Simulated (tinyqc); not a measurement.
Magnetoresistance against angle.

Conductance G = G0 (1 + P1 P2 cos(phi)) at low bias, phi the angle between the magnetisations, normalised to Rp = RA/area at phi = 0.

Inputs (values chosen for the exercise): diameter Dm = 32 nm; spin polarisation of the reference layer P1 = 0.7; spin polarisation of the free layer P2 = 0.5; resistance-area product, parallel state RA = 14.7 ohm um^2.

Result of one run:

| R (kohm) | R/Rp - 1 (%) | share of the full TMR (%) |
|---|---|---|
| 28.03 | 53.36 | 49.55 |

Which angle phi gave this result: 0, 20, 110, 160 or 180 degree?

phi = 110 degree.

The whole series:

| phi (degree) | R (kohm) | R/Rp - 1 (%) | share of the full TMR (%) |
|---|---|---|---|
| 0 | 18.28 | 0 | 0 |
| 20 | 18.57 | 1.588 | 1.475 |
| 45 | 19.78 | 8.218 | 7.631 |
| 70 | 22.04 | 20.57 | 19.10 |
| 90 | 24.68 | 35.00 | 32.50 |
| 110 | 28.03 | 53.36 | 49.55 |
| 135 | 32.79 | 79.40 | 73.73 |
| 160 | 36.77 | 101.2 | 93.93 |
| 180 | 37.96 | 107.7 | 100.0 |

R rises from 18.3 to 38.0 kohm, TMR0 = 108 %. It is the conductance that follows cos(phi), so at 90 degrees R has covered only (1 - P1 P2)/2 = 32.5 % of its range.

Program tinyqc, `OMP_NUM_THREADS=1 python tinyqc.py 2450071 2450072 out.jsonl`; Intel Xeon 2.30GHz, shared host, one thread, about 0.01 s.
